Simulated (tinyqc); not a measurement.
Inside a calculation: five-level k.p model folded onto the conduction band. Values are carried at full precision from step to step, so a last printed digit may differ when a step is redone from the rounded ones.

Second-order sums for the lowest conduction level at E: 1/m = 1 + Cm + (Ep/3)(2/E + 1/(E + Dso)) - (Ep2/3)(2/(E7 + D2 - E) + 1/(E7 - E)); g/2 = 1 + Cg - (Ep/3)(1/E - 1/(E + Dso)) - (Ep2/3)(1/(E7 - E) - 1/(E7 + D2 - E)). E is counted from the top of the valence band; E = Eg at the edge.

Constants: hbar^2/2m0 = 3.80998211 eV angstrom^2.

Inputs chosen for the exercise (near those of InSb; not measured data): Eg = 0.236 eV (gap at Gamma to the s-like level); Dso = 0.824 eV (spin-orbit splitting); Ep = 22 eV (Kane energy); E7 = 3.21 eV (upper Gamma7 conduction level, from the valence top); D2 = 0.32 eV (its spin-orbit splitting, Gamma8 above Gamma7); Ep2 = 1.9 eV (Kane energy to the upper levels); Cm = -2 (remote term in 1/m); Cg = 0 (remote term in g/2); k = 0.011 1/angstrom (wave vector along z).

## Mass and g factor term by term

Evaluate at E = Eg.

Terms:
```
level           part of 1/m  part of g
free + remote       -1.0000     2.0000
Gamma8 valence      62.1469   -62.1469
Gamma7 valence       6.9182    13.8365
Gamma8 upper        -0.3845     0.3845
Gamma7 upper        -0.2130    -0.4259
```

m = 0.0148 m0
g = -46.352

The valence levels give 69.07 to 1/m and the upper levels take 0.60 away. In g the two valence terms nearly cancel when Dso is small against Eg; here Dso/Eg = 3.49 and they leave -48.310, the upper pair -0.041.

## The matrix at one k

For k along z and one spin sector the level c couples to four states. With c0 = hbar^2/2m0, P = sqrt(Ep c0), P2 = sqrt(Ep2 c0): diagonal Eg + (1 + Cm) c0 k^2 for c, and 0, -Dso, E7 + D2, E7 for lh, so, G8 up, G7 up (their own dispersion is left out); couplings of c: sqrt(2/3) P k to lh, sqrt(1/3) P k to so, sqrt(2/3) P2 k to G8 up, sqrt(1/3) P2 k to G7 up (phases chosen real).

Fill in the matrix.

H (eV), lower triangle:
```
             c  lh        so    G8 up    G7 up
c      0.23554
lh     0.08223   0
so     0.05814   0  -0.82400
G8 up  0.02416   0         0  3.53000
G7 up  0.01709   0         0        0  3.21000
```

## Exact folding onto c

Solve E = H_cc + S(E), S(E) = sum_j H_cj^2/(E - H_jj), from E = H_cc, by plain substitution and by Newton steps on E - H_cc - S(E). The weight of c in the state is Z = 1/(1 - dS/dE). The exact level is the third eigenvalue of H from below.

Iterates (eV):
```
step  substitution   Newton
0          0.23554  0.23554
1          0.26716  0.26365
2          0.26367  0.26398
3          0.26401  0.26398
4          0.26398  0.26398
5          0.26398  0.26398
6          0.26398  0.26398
7          0.26398  0.26398
```

exact level = 0.26398 eV
Z = 0.9091

Substitution multiplies the error by about dS/dE = 1 - 1/Z = -0.100 a step, so it alternates; after 7 steps it is off by 3.1e-09 eV, while Newton is within 1e-5 eV from step 2 on.

## Loewdin series

Expanding E = H_cc + S(E) about Eg in powers of k^2, with s_n = sum_j H_cj^2/(Eg - H_jj)^n: order k^2: e2 = (1 + Cm) c0 k^2 + s1; order k^4: e4 = -s2 e2; order k^6: e6 = s3 e2^2 + s2^2 e2.

Give each order and the partial sums, counted from Eg.

s1 (eV), s2 (no unit), s3 (1/eV); (1 + Cm) c0 k^2 is H_cc - Eg: 0.03156  0.12449  0.51721

e2, e4, e6 (eV): 0.03110  -0.00387  0.00098

partial sums (eV): 0.03110  0.02723  0.02821

The exact value is 0.02798 eV; the errors of the partial sums are +3.12, -0.75 and +0.23 meV.

## Checks

- Curvature of the exact level at small k against the sum for 1/m: 67.467 against 67.468.

Computed by tinyqc, a small Python program: `OMP_NUM_THREADS=1 python tinyqc.py 1081001 1081002 out.jsonl` (the numbers bound the seed that draws the inputs); one thread of a shared host (Intel(R) Xeon(R) Processor @ 2.30GHz), about 0.01 s for the whole set of steps.
